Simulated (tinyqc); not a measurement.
Worked calculation: FCI on RHF in the 6-31g basis, for H2, spin multiplicity 1. Computed by tinyqc, a small Python program that keeps every step (integrals from PySCF). Settings: charge = 0, multiplicity = 1, basis = 6-31g, method = RHF, energy threshold = 1e-10, iteration cap = 71, orthogonalisation = symmetric, start = Wolfsberg-Helmholz matrix, DIIS depth = 6, ci = FCI. Command: `OMP_NUM_THREADS=1 python tinyqc.py 29351 29352 out.jsonl` (the two numbers bound the seeds that draw the settings). One thread of a shared host (Intel(R) Xeon(R) Processor @ 2.60GHz), about 0.07 s of CPU time with the checks. The early iterations of the SCF are left out here.

## One-electron integrals

Geometry (angstrom):
```
atom         x         y         z
H     0.000000  0.000000  0.000000
H     0.000000  0.000000  0.777000
```

Basis 6-31g: exponents (1/bohr^2) and contraction coefficients of normalised primitives:
```
element  l (shell)   exponent  coefficient
H            s (1)  18.731137     0.033495
H            s (1)   2.825394     0.234727
H            s (1)   0.640122     0.813757
H            s (2)   0.161278     1.000000
```

Overlap, kinetic and nuclear-attraction integrals over the contracted functions; the nuclear repulsion is the sum of Za Zb / Rab.

nuclear repulsion = 0.68105175 hartree

overlap S, order 1H 1s, 1H 2s, 2H 1s, 2H 2s:
$$\begin{pmatrix}
1.000000 & 0.658292 & 0.422653 & 0.495829 \\
0.658292 & 1.000000 & 0.495829 & 0.840420 \\
0.422653 & 0.495829 & 1.000000 & 0.658292 \\
0.495829 & 0.840420 & 0.658292 & 1.000000
\end{pmatrix}$$

kinetic energy T (hartree), order 1H 1s, 1H 2s, 2H 1s, 2H 2s:
$$\begin{pmatrix}
1.395678 & 0.259735 & 0.193743 & 0.158421 \\
0.259735 & 0.241917 & 0.158421 & 0.179747 \\
0.193743 & 0.158421 & 1.395678 & 0.259735 \\
0.158421 & 0.179747 & 0.259735 & 0.241917
\end{pmatrix}$$

nuclear attraction V (hartree), order 1H 1s, 1H 2s, 2H 1s, 2H 2s:
$$\begin{pmatrix}
-2.325785 & -1.165540 & -0.946767 & -0.909247 \\
-1.165540 & -1.159633 & -0.909247 & -1.017870 \\
-0.946767 & -0.909247 & -2.325785 & -1.165540 \\
-0.909247 & -1.017870 & -1.165540 & -1.159633
\end{pmatrix}$$

core Hamiltonian H = T + V (hartree), order 1H 1s, 1H 2s, 2H 1s, 2H 2s:
$$\begin{pmatrix}
-0.930107 & -0.905805 & -0.753023 & -0.750826 \\
-0.905805 & -0.917716 & -0.750826 & -0.838123 \\
-0.753023 & -0.750826 & -0.930107 & -0.905805 \\
-0.750826 & -0.838123 & -0.905805 & -0.917716
\end{pmatrix}$$

## Two-electron integrals

Functions are numbered as in S; the eight-fold symmetry (ij|kl) = (ji|kl) = (kl|ij) leaves the list below.

Two-electron integrals (ij|kl) in chemists' order, unique and non-zero (hartree):
```
(11|11) 1.076566   (21|11) 0.578470   (21|21) 0.329423   (22|11) 0.587396
(22|21) 0.361304   (22|22) 0.453150   (31|11) 0.373780   (31|21) 0.213321
(31|22) 0.233672   (31|31) 0.171624   (32|11) 0.330472   (32|21) 0.200992
(32|22) 0.243728   (32|31) 0.168953   (32|32) 0.185900   (33|11) 0.639204
(33|21) 0.396278   (33|22) 0.490312   (33|31) 0.373780   (33|32) 0.428657
(33|33) 1.076566   (41|11) 0.428657   (41|21) 0.245031   (41|22) 0.270350
(41|31) 0.168953   (41|32) 0.162567   (41|33) 0.330472   (41|41) 0.185900
(42|11) 0.470563   (42|21) 0.291164   (42|22) 0.370083   (42|31) 0.205603
(42|32) 0.224527   (42|33) 0.470563   (42|41) 0.224527   (42|42) 0.320063
(43|11) 0.396278   (43|21) 0.245463   (43|22) 0.308063   (43|31) 0.213321
(43|32) 0.245031   (43|33) 0.578470   (43|41) 0.200992   (43|42) 0.291164
(43|43) 0.329423   (44|11) 0.490312   (44|21) 0.308063   (44|22) 0.405683
(44|31) 0.233672   (44|32) 0.270350   (44|33) 0.587396   (44|41) 0.243728
(44|42) 0.370083   (44|43) 0.361304   (44|44) 0.453150
```

## Orthogonalisation

S = U s U^T; symmetric (Loewdin) form X = U s^(-1/2) U^T, so that X^T S X = 1.

eigenvalues of S: [0.103838, 0.458665, 0.633089, 2.804408]

X, order 1H 1s, 1H 2s, 2H 1s, 2H 2s:
$$\begin{pmatrix}
1.283222 & -0.499745 & -0.168058 & 0.067065 \\
-0.499745 & 1.933675 & 0.067065 & -0.975132 \\
-0.168058 & 0.067065 & 1.283222 & -0.499745 \\
0.067065 & -0.975132 & -0.499745 & 1.933675
\end{pmatrix}$$

## Iteration 8 (converged): orbitals

converged F (hartree), order 1H 1s, 1H 2s, 2H 1s, 2H 2s:
$$\begin{pmatrix}
-0.013949 & -0.494388 & -0.538292 & -0.500169 \\
-0.494388 & -0.336136 & -0.500169 & -0.375105 \\
-0.538292 & -0.500169 & -0.013949 & -0.494388 \\
-0.500169 & -0.375105 & -0.494388 & -0.336136
\end{pmatrix}$$

Diagonalise F' = X^T F X, C = X C', fill 1 alpha and 1 beta electrons from the bottom; D = 2 C_occ C_occ^T. Each column has its largest component positive (the first on a tie).

F' = X^T F X (hartree):
$$\begin{pmatrix}
0.623619 & -0.578590 & -0.483768 & -0.109276 \\
-0.578590 & 0.273605 & -0.109276 & -0.205513 \\
-0.483768 & -0.109276 & 0.623619 & -0.578590 \\
-0.109276 & -0.205513 & -0.578590 & 0.273605
\end{pmatrix}$$

orbital energies (hartree): MO1 -0.584829, MO2 0.228508, MO3 0.792772, MO4 1.357997

coefficients C, order 1H 1s, 1H 2s, 2H 1s, 2H 2s:
$$\begin{pmatrix}
0.320963 & 0.129839 & 0.782550 & -1.094023 \\
0.280966 & 1.625569 & -0.688525 & 1.322400 \\
0.320963 & -0.129839 & 0.782550 & 1.094023 \\
0.280966 & -1.625569 & -0.688525 & -1.322400
\end{pmatrix}$$

D after iteration 8, order 1H 1s, 1H 2s, 2H 1s, 2H 2s:
$$\begin{pmatrix}
0.206034 & 0.180359 & 0.206034 & 0.180359 \\
0.180359 & 0.157884 & 0.180359 & 0.157884 \\
0.206034 & 0.180359 & 0.206034 & 0.180359 \\
0.180359 & 0.157884 & 0.180359 & 0.157884
\end{pmatrix}$$

## Convergence

Stop when the energy changes by less than 1e-10 hartree and every element of the error matrix X^T (F D S - S D F) X is below 3e-06.

Course of the cycle:
```
iteration  E (hartree)     change  largest element of the error matrix
1          -1.11837633          -                             6.41e-02
2          -1.12520447  -6.83e-03                             9.40e-03
3          -1.12535526  -1.51e-04                             2.24e-05
4          -1.12535526  -7.08e-10                             9.36e-06
5          -1.12535526  -8.98e-11                             5.92e-06
6          -1.12535526  -2.78e-11                             4.33e-06
7          -1.12535526  -1.21e-11                             3.41e-06
8          -1.12535526  -1.99e-11                             3.40e-09
```

PySCF RHF in the same basis = -1.12535526 hartree

Converged in 8 iterations.

## Integrals over molecular orbitals

(pq|rs) = sum C_ip C_jq C_kr C_ls (ij|kl), one index at a time.

one-electron integrals over orbitals h = C^T H C (hartree):
$$\begin{pmatrix}
-1.221578 & 0.000000 & -0.162446 & 0.000000 \\
0.000000 & -0.557454 & 0.000000 & 0.206127 \\
-0.162446 & 0.000000 & -0.155810 & 0.000000 \\
0.000000 & 0.206127 & 0.000000 & 0.194580
\end{pmatrix}$$

Two-electron integrals over orbitals (pq|rs), unique and non-zero (hartree):
```
(11|11) 0.636749    (21|21) 0.084019    (22|11) 0.434991    (22|22) 0.387745
(31|11) 0.162446    (31|22) 0.052659    (31|31) 0.107411    (32|21) -0.016064
(32|32) 0.035145    (33|11) 0.527996    (33|22) 0.383867    (33|31) 0.119955
(33|33) 0.464829    (41|21) -0.080057   (41|32) -0.025768   (41|41) 0.133773
(42|11) -0.143092   (42|22) -0.057198   (42|31) -0.074934   (42|33) -0.101411
(42|42) 0.069979    (43|21) -0.088454   (43|32) -0.006465   (43|41) 0.124210
(43|43) 0.134072    (44|11) 0.648595    (44|22) 0.443701    (44|31) 0.197433
(44|33) 0.549579    (44|42) -0.167896   (44|44) 0.724021
```

## FCI: determinants and Hamiltonian

Hartree-Fock energy = -1.12535526 hartree

Slater-Condon rules over spin orbitals, with the nuclear repulsion added and E(HF) subtracted on the diagonal. Only determinants linked to the reference directly or through others are kept (one block of an abelian symmetry group), so some states are absent.

Occupation strings over the orbitals (2 doubly, a alpha, b beta, 0 empty; spin orbitals ordered 1a 1b 2a 2b ...): 2000 a0b0 b0a0 0200 0a0b 0020 0b0a 0002

H - E(HF) between determinants (hartree), order 2000, a0b0, b0a0, 0200, 0a0b, 0020, 0b0a, 0002:
$$\begin{pmatrix}
0.000000 & 0.000000 & 0.000000 & 0.084019 & -0.080057 & 0.107411 & 0.080057 & 0.133773 \\
0.000000 & 0.957016 & -0.107411 & -0.016064 & -0.088454 & -0.042491 & 0.025768 & 0.124210 \\
0.000000 & -0.107411 & 0.957016 & 0.016064 & 0.025768 & 0.042491 & -0.088454 & -0.124210 \\
0.084019 & -0.016064 & 0.016064 & 1.079244 & 0.148929 & 0.035145 & -0.148929 & 0.069979 \\
-0.080057 & -0.088454 & 0.025768 & 0.148929 & 1.887234 & -0.006465 & -0.069979 & 0.038231 \\
0.107411 & -0.042491 & 0.042491 & 0.035145 & -0.006465 & 1.959617 & 0.006465 & 0.134072 \\
0.080057 & 0.025768 & -0.088454 & -0.148929 & -0.069979 & 0.006465 & 1.887234 & -0.038231 \\
0.133773 & 0.124210 & -0.124210 & 0.069979 & 0.038231 & 0.134072 & -0.038231 & 2.919588
\end{pmatrix}$$

## FCI: roots

Diagonalise (each vector has its largest component positive (the first on a tie)); all determinants have Ms = 0, so triplets appear too. The lowest singlet root is the correlation energy.

lowest roots of this matrix, relative to E(HF) (hartree): [-0.025767, 0.845561, 1.026973, 1.037914, 1.821299, 1.954000, 2.022035, 2.964932]

lowest vectors, order 2000, a0b0, b0a0, 0200, 0a0b, 0020, 0b0a, 0002:
$$\begin{pmatrix}
0.992074 & 0.000000 & -0.004513 & 0.093752 \\
0.006691 & 0.705640 & 0.690944 & -0.082009 \\
-0.006691 & 0.705640 & -0.690944 & 0.082009 \\
-0.083762 & 0.000000 & 0.141910 & 0.961698 \\
0.047392 & 0.045522 & 0.066501 & -0.157317 \\
-0.048714 & 0.000000 & 0.073937 & -0.054258 \\
-0.047392 & 0.045522 & -0.066501 & 0.157317 \\
-0.042645 & 0.000000 & -0.103544 & -0.021345
\end{pmatrix}$$

<S^2> of these roots: [0.000000, 2.000000, 0.000000, 0.000000, 2.000000, 0.000000, 0.000000, 0.000000]

weight of the ground state by excitation level 0, 1, 2, ...: [0.984211, 0.000090, 0.015700]
